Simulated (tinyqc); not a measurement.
Inside a calculation. Method: plane-wave Kohn-Sham cycle with exchange-only LDA in a layered model solid. One step of it, computed by the program tinyqc.

Task: Iteration 1: levels at that k. Diagonalise the Hermitian matrix.

H (hartree):
```
,-2,-1,+0,+1,+2
-2,0.360649,-0.180000,0.000000,0.000000,0.000000
-1,-0.180000,-0.087969,-0.180000,0.000000,0.000000
+0,0.000000,-0.180000,-0.210320,-0.180000,0.000000
+1,0.000000,0.000000,-0.180000,-0.006402,-0.180000
+2,0.000000,0.000000,0.000000,-0.180000,0.523783
```

Give: eigenvalues.

Result:

eigenvalues (hartree): -0.412  -0.111  0.089  0.430  0.583
